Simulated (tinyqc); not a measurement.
Empirical pseudopotential in a few plane waves, step by step. One step of it, computed by the program tinyqc.

Question. Bloch Hamiltonian at k. Basis: the 15 shortest G (labels in 2 pi/a), the same at every k. H(G,G') = c |k + G|^2 delta + VS(|G-G'|^2) cos((G-G').tau) + i VA sin((G-G').tau), tau = a/8 (1,1,1); 1 Ry = 13.605693 eV.

Parameters chosen for this model: fcc lattice, atoms at +/- a/8 (1,1,1); form factors in rydberg at |G|^2 in units of (2 pi/a)^2:
```
parameter                 value      unit
a                      6.200000  angstrom
VS(3)                 -0.249000        Ry
VS(8)                 -0.004000        Ry
VS(11)                 0.049000        Ry
VA(3)                         0        Ry
VA(4)                         0        Ry
VA(11)                        0        Ry
hbar^2/2m (2 pi/a)^2   3.912905        eV
```

k point k (2 pi / a): 0.050000  -0.140000  0.020000

Give: H(k) at k.

Answer.

H(k) at k (eV), lower triangle:
```
        +0+0+0  -1-1-1  -1-1+1  -1+1-1  -1+1+1  +1-1-1  +1-1+1  +1+1-1
+0+0+0   0.088
-1-1-1   2.396  12.375
-1-1+1  -2.396   0.000  12.688
-1+1-1  -2.396   0.000  -0.054  10.183
-1+1+1  -2.396   0.054   0.000   0.000  10.496
+1-1-1  -2.396   0.000  -0.054  -0.054   0.000  13.157
+1-1+1  -2.396   0.054   0.000   0.000  -0.054   0.000  13.470
+1+1-1  -2.396   0.054   0.000   0.000  -0.054   0.000  -0.054  10.966
+1+1+1   2.396   0.000   0.054   0.054   0.000   0.054   0.000   0.000
-2+0+0   0.000  -2.396  -2.396  -2.396   2.396   0.471  -0.471  -0.471
+0-2+0   0.000  -2.396  -2.396   0.471  -0.471  -2.396   2.396  -0.471
+0+0-2   0.000  -2.396   0.471  -2.396  -0.471  -2.396  -0.471   2.396
+0+0+2   0.000  -0.471   2.396  -0.471  -2.396  -0.471  -2.396   0.471
+0+2+0   0.000  -0.471  -0.471   2.396  -2.396  -0.471   0.471  -2.396
+2+0+0   0.000  -0.471  -0.471  -0.471   0.471   2.396  -2.396  -2.396

        +1+1+1  -2+0+0  +0-2+0  +0+0-2  +0+0+2  +0+2+0  +2+0+0
+1+1+1  11.279
-2+0+0  -0.471  14.957
+0-2+0  -0.471  -0.054  17.931
+0+0-2  -0.471  -0.054  -0.054  15.427
+0+0+2  -2.396   0.054   0.054   0.000  16.053
+0+2+0  -2.396   0.054   0.000   0.054  -0.054  13.548
+2+0+0  -2.396   0.000   0.054   0.054  -0.054  -0.054  16.522
```
